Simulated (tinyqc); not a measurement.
Inside a calculation. Method: coherent transport through a tight-binding region between two chains. One step of it, computed by the program tinyqc.

Task: Transmission at E = -1 eV. Surface Green function g = (E - i sqrt(4 t^2 - E^2)) / (2 t^2); self-energy tc^2 g on each contact site; G = (E - H - Sigma)^(-1); Gamma = -2 Im Sigma; T = Gamma_L Gamma_R |G_LR|^2; local density of states -Im G_ii / pi.

H of the central region (eV):
$$\begin{pmatrix}
0.000000 & -1.360000 & 0.000000 & 0.000000 & 0.000000 & 0.000000 \\
-1.360000 & 1.000000 & -1.540000 & 0.000000 & 0.000000 & 0.000000 \\
0.000000 & -1.540000 & 1.000000 & -1.360000 & 0.000000 & 0.000000 \\
0.000000 & 0.000000 & -1.360000 & 1.000000 & -1.510000 & 0.000000 \\
0.000000 & 0.000000 & 0.000000 & -1.510000 & 1.000000 & -1.540000 \\
0.000000 & 0.000000 & 0.000000 & 0.000000 & -1.540000 & 0.000000
\end{pmatrix}$$

Leads: semi-infinite chains with site energy 0:
```
parameter                           value
lead hopping t (eV)              1.890000
coupling to the left lead (eV)   1.100000
coupling to the right lead (eV)  0.370000
left contact site                       1
right contact site                      6
```

E = -1.000000 eV

Give: g; G; local density of states; transmission.

Result:

g = -0.1400-0.5102i 1/eV

G (1/eV):
$$\begin{pmatrix}
0.4192-0.1819i & 0.9087-0.3014i & 0.8100-0.2308i & 0.1622+0.0019i & -0.5147+0.2103i & -0.8275+0.2713i \\
0.9087-0.3014i & 0.4182-0.5966i & 0.3900-0.5087i & 0.0999-0.0725i & -0.2189+0.3621i & -0.3822+0.5414i \\
0.8100-0.2308i & 0.3900-0.5087i & -0.2089-0.4568i & -0.0135-0.0958i & 0.1703+0.2846i & 0.2344+0.4635i \\
0.1622+0.0019i & 0.0999-0.0725i & -0.0135-0.0958i & -0.1329-0.0588i & 0.4983+0.0084i & 0.7775+0.0686i \\
-0.5147+0.2103i & -0.2189+0.3621i & 0.1703+0.2846i & 0.4983+0.0084i & 0.5066-0.2452i & 0.8187-0.3266i \\
-0.8275+0.2713i & -0.3822+0.5414i & 0.2344+0.4635i & 0.7775+0.0686i & 0.8187-0.3266i & 0.3009-0.4914i
\end{pmatrix}$$

local density of states (1/eV): [0.0579, 0.1899, 0.1454, 0.0187, 0.0780, 0.1564]

transmission = 0.1308
